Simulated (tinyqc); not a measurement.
Doping the contact: Schottky barrier with interface states (Cowley-Sze model), image lowering and contact resistance. Computed by tinyqc, a small Python program. Command: `OMP_NUM_THREADS=1 python tinyqc.py 3022984 3022985 out.jsonl pinning walk`. One thread of a shared host (Intel(R) Xeon(R) Processor @ 2.30GHz), about 0.01 s of CPU time with the checks.

An n-type semiconductor under a metal. The barrier lies between the Schottky-Mott limit phi_M - chi and the Bardeen limit E_g - E_n, E_n being the neutrality level of the interface states; the space-charge term of the full Cowley-Sze expression is left out.

Inputs (values chosen for the exercise, for a model semiconductor):
```
quantity                                     value  unit
gap E_g                                       2.69    eV
electron affinity chi                         4.28    eV
metal work function phi_M                     5.56    eV
neutrality level E_n above the valence band   1.72    eV
optical dielectric constant eps_opt           5.44     -
dielectric constant eps_s                      9.6     -
electron mass m_e                            0.204   m_0
valleys M_c                                      1     -
temperature T                                  200     K
```

Pinning factor from: Moench relation.

Constants: k_B = 8.617333262e-05 eV/K; hbar = 1.054571817e-34 J s; m_0 = 9.1093837015e-31 kg; eps_0 = 8.8541878128e-12 F/m; e = 1.602176634e-19 C; k_B = 1.380649e-23 J/K; h = 6.62607015e-34 J s.

Method:
- S = 1/(1 + 0.1 (eps_opt - 1)^2), an empirical relation for metal-induced gap states.
- phi_B = S (phi_M - chi) + (1 - S)(E_g - E_n); the hole barrier is E_g - phi_B.
- A* = 4 pi e m_e M_c k_B^2/h^3 (a simple valley count); J_s = A* T^2 exp(-phi/k_B T).
- E_00 = (e hbar/2) sqrt(N/(m_e eps_s eps_0)), E_0 = E_00 coth(E_00/k_B T); scaling form of the contact resistivity rho_c = (k_B/(e A* T)) exp(phi_B/E_0), which is the thermionic result when E_00 << k_B T and keeps only the leading exponential of tunnelling when E_00 >> k_B T; image lowering is left out of it.
- Regimes: thermionic below E_00/k_B T = 0.5, field emission above 5.

barrier phi_B = 1.07433 eV

Against doping:
```
N (cm^-3)  1e10/sqrt(N)  E_00/k_B T  rho_c (ohm cm^2)                     regime
1.00e+16     1.0000e+02  7.6979e-02        1.8343e+19        thermionic emission
1.00e+17     3.1623e+01  2.4343e-01        6.2294e+18        thermionic emission
1.00e+18     1.0000e+01  7.6979e-01        9.8117e+14  thermionic-field emission
3.00e+18     5.7735e+00  1.3333e+00        8.1412e+09  thermionic-field emission
1.00e+19     3.1623e+00  2.4343e+00        1.5716e+03  thermionic-field emission
3.00e+19     1.8257e+00  4.2163e+00        4.6009e-02  thermionic-field emission
1.00e+20     1.0000e+00  7.6979e+00        5.7767e-05             field emission
3.00e+20     5.7735e-01  1.3333e+01        1.8850e-06             field emission
1.00e+21     3.1623e-01  2.4343e+01        2.2751e-07             field emission
```

Even over the thermionic rows rho_c falls by a factor 2.9, since the barrier is many E_0 high, and then it falls faster, by 25.9 decades in all; in field emission ln rho_c is linear in 1/sqrt(N). It stays above 1e-7 ohm cm^2 at every listed doping.
